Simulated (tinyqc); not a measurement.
# Trap density from one capacitance

Question. Traps spread evenly through the insulator exchange electrons with the semiconductor by tunnelling, with tau(x) = t0 exp(2 ka x) at depth x from the interface. The admittance per area Y seen at depth x obeys dY/dx = -Y^2/(i w eps0 eox) + q Nb ln(1 + i w tau)/tau, with Y(0) = i w Cs and w = 2 pi f; the gate sees Y(tox) = G + i w C. Working variable y = Y/(i w), in uF/cm^2. Cox = eps0 eox/tox. Find Nb and G/w.

Values chosen for this exercise:
- eox = 19.9 (relative permittivity of the insulator)
- tox = 4.5 nm (insulator thickness)
- Cs = 2.7 uF/cm^2 (semiconductor capacitance in accumulation)
- ka = 4 1/nm (decay constant of the wave function in the insulator)
- t0 = 2e-9 s (time constant of a trap at the interface)
- f = 1e6 Hz (frequency)

Constants: q = 1.602176634e-19 C, eps0 = 8.8541878128e-14 F/cm where lengths are in cm. Results are converted to the units shown.

C = 1.6956706 uF/cm^2

Answer. C rises steadily with Nb, so one density matches; in practice ka and t0 must come from the frequency dependence.

Nb = 2.40e19 cm^-3 eV^-1
G/w = 0.0301 uF/cm^2

Computed by the program tinyqc: `OMP_NUM_THREADS=1 python tinyqc.py 2202076 2202077 out.jsonl`, one thread of a shared Intel Xeon 2.30GHz, about 0.3 s for the whole run.
